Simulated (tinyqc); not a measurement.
MOSFET in the linear regime without short-channel effects, parameter extraction from computed curves: two steps of the calculation.

Inversion charge Q = Cox n Vt W0(exp((Vg - VT)/(n Vt))), W0 the Lambert function and n = nf; u = Q/Cox; mobility mu = mu0/(1 + th1 u + th2 u^2); channel resistance Rch = (L - dL)/(W mu Q); Id = Vd/(Rch + Rsd/W). Cox = eps0 eox/tox. Small Vd, no channel-length or drain effects.

Inputs (values chosen for the exercise); channel values of the order met in silicon transistors: temperature T = 300 K; relative permittivity of the gate insulator (close to silicon dioxide) eox = 3.9; insulator thickness tox = 2.2 nm; low-field mobility mu0 = 220 cm^2/(V s); first mobility attenuation factor th1 = 0.69 1/V; second mobility attenuation factor th2 = 0.16 1/V^2; threshold voltage VT = 0.68 V; body factor nf = 1.06; gate width W = 1 um; drawn gate length L = 1.9 um; drawn less effective length dL = 0.015 um; source plus drain resistance Rsd = 200 ohm um; drain voltage Vd = 0.02 V.

Constants: q = 1.602176634e-19 C, kB = 1.380649e-23 J/K, Vt = kB T/q, eps0 = 8.8541878128e-14 F/cm where lengths are in cm. Results are converted to the units shown.

Question 1. Transfer curve. u, mu, Rch and Id as defined.

| point | Vg (V) |
|---|---|
| 0 | 0.44 |
| 1 | 0.56 |
| 2 | 0.68 |
| 3 | 0.8 |
| 4 | 0.92 |
| 5 | 1.04 |
| 6 | 1.16 |
| 7 | 1.28 |
| 8 | 1.4 |
| 9 | 1.52 |
| 10 | 1.64 |

Find: u; mu; Rch; Id.

Answer 1.

| point | u (V) | mu (cm^2/(V s)) | Rch (ohm) | Id (uA) |
|---|---|---|---|---|
| 0 | 4.3065e-6 | 220.00 | 1.2676e9 | 1.5778e-5 |
| 1 | 3.3933e-4 | 219.95 | 1.6091e7 | 0.0012429 |
| 2 | 0.015541 | 217.66 | 3.5502e5 | 0.056303 |
| 3 | 0.088022 | 207.16 | 65860 | 0.30276 |
| 4 | 0.18733 | 193.85 | 33071 | 0.60113 |
| 5 | 0.29489 | 180.71 | 22535 | 0.87969 |
| 6 | 0.40612 | 168.37 | 17563 | 1.1260 |
| 7 | 0.51938 | 156.97 | 14730 | 1.3395 |
| 8 | 0.63392 | 146.50 | 12931 | 1.5231 |
| 9 | 0.74934 | 136.91 | 11706 | 1.6798 |
| 10 | 0.86539 | 128.13 | 10830 | 1.8132 |

Question 2. Threshold and mobility at the peak transconductance. gm_i = (Id_(i+1) - Id_(i-1))/(Vg_(i+1) - Vg_(i-1)); at the point j of largest gm the tangent meets the axis at V_ext = Vg_j - Id_j/gm_j; field-effect mobility gm_j L/(W Cox Vd) with the drawn L.

| point | Vg (V) | Id (uA) |
|---|---|---|
| 0 | 0.44 | 1.5778154e-5 |
| 1 | 0.56 | 0.0012429225 |
| 2 | 0.68 | 0.056302953 |
| 3 | 0.8 | 0.30275675 |
| 4 | 0.92 | 0.60112584 |
| 5 | 1.04 | 0.87968586 |
| 6 | 1.16 | 1.1259601 |
| 7 | 1.28 | 1.3395449 |
| 8 | 1.4 | 1.5230605 |
| 9 | 1.52 | 1.6798365 |
| 10 | 1.64 | 1.8131810 |

Give: gm; j; V_ext; field-effect mobility.

Answer 2.

| point | gm (uS) |
|---|---|
| 1 | 0.2345 |
| 2 | 1.256 |
| 3 | 2.270 |
| 4 | 2.404 |
| 5 | 2.187 |
| 6 | 1.916 |
| 7 | 1.655 |
| 8 | 1.418 |
| 9 | 1.209 |

j = 4
V_ext = 0.6699 V
field-effect mobility = 145.5 cm^2/(V s)

V_ext is 10 mV below the model VT, and the mobility so found is 34 % below mu0 L/(L - dL) = 222 cm^2/(V s), the value for the drawn L; attenuation, series resistance and the slow approach of Q to a straight line all lower the peak gm.

Program tinyqc, `OMP_NUM_THREADS=1 python tinyqc.py 2210067 2210068 out.jsonl`; Intel Xeon 2.30GHz, shared host, one thread, about 0.01 s.
